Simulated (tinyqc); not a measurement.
Inside a calculation: donor level screened by free carriers (Yukawa potential). Values are carried at full precision from step to step, so a last printed digit may differ when a step is redone from the rounded ones.

Screening wave number: Debye ks^2 = 4 pi q n/(eps kB T); Thomas-Fermi ks^2 = 6 pi q n/(eps EF) with EF = c (3 pi^2 n/gv)^(2/3)/m, c = hbar^2/2m0; the two are joined by 1/ks^2 = sqrt(1/ks_D^4 + 1/ks_TF^4). 1e18/cm^3 = 1e-6/angstrom^3, q = e^2/(4 pi eps0).

Constants: e^2/(4 pi eps0) = 14.39964547 eV angstrom; kB = 8.617333262e-05 eV/K; hbar^2/2m0 = 3.80998211 eV angstrom^2; Ry = 13.60569312 eV; a0 (Bohr radius) = 0.5291772105 angstrom.

Parameters, chosen for this exercise (near those of a donor in GaN, with one mean mass; shifted at random, so the results belong to these values and not to a real crystal):
- m = 0.202 m0 (mass)
- eps = 9.3 (dielectric constant)
- gv = 1 (valleys)
- T = 200 K (temperature)
- n = 0.77 x 1e18/cm^3 (free-carrier density)

## Units and screening length

Give Ry* = Ry m/eps^2, a* = a0 eps/m, EF, the three values of ks, and x = ks a*.

Ry* = 31.777 meV
a* = 24.36 angstrom
EF = 15.17 meV

ks: Debye, Thomas-Fermi, joined (1/angstrom): 0.02948  0.03850  0.02738

x = 0.6671

EF/kB T = 0.88, so the Debye value, the smaller one, controls the screening.

## One-parameter trial function

Potential -(q/(eps r)) exp(-ks r), q = e^2/(4 pi eps0). In units Ry* = Ry m/eps^2 and a* = a0 eps/m the problem is [-Laplacian - 2 exp(-x r)/r] psi = E psi with x = ks a*.

For exp(-z r): E(z) = z^2 - 8 z^3/(2z + x)^2 in Ry*. Scan z = 0.5, 0.6, ..., 1.1, then minimise; first order gives -1 + 2x.

Scan (Ry*):

| z | kinetic | potential | E |
|---|---|---|---|
| 0.5 | 0.2500 | -0.3598 | -0.1098 |
| 0.6 | 0.3600 | -0.4957 | -0.1357 |
| 0.7 | 0.4900 | -0.6422 | -0.1522 |
| 0.8 | 0.6400 | -0.7969 | -0.1569 |
| 0.9 | 0.8100 | -0.9582 | -0.1482 |
| 1.0 | 1.0000 | -1.1246 | -0.1246 |
| 1.1 | 1.2100 | -1.2953 | -0.0853 |

best z = 0.787
E = -0.1570 Ry*
binding = 4.99 meV

First order in x would give 0.334 Ry*, a rigid shift by q ks/eps; it overstates the loss of binding by 0.491 Ry*.

## Converged levels

Converged values use 18 functions exp(-z r), z = 1.55^i, i = -11 to 6: S = 2/A^3, H = z_i z_j S - 2/(A + x)^2, A = z_i + z_j.

The 1s and 2s levels and the mean radius.

1s = -0.1646 Ry*
binding = 5.23 meV
<r> = 51.4 angstrom
second root = 0.0000 Ry*

The trial function misses by 0.0076 Ry*. Screening leaves 16 % of the bare binding, 0.30 kB T. 2s is no longer bound (it unbinds at x = 0.310).

## Checks

- 1s at x = 0.5 against the known -0.29623 Ry*: both -0.29623.
- 1s at x = 0 against -1: both -1.00000.

Run: tinyqc, `OMP_NUM_THREADS=1 python tinyqc.py 1251164 1251165 out.jsonl`; Intel(R) Xeon(R) Processor @ 2.30GHz, one thread, shared host; about 0.02 s of CPU time with all checks.
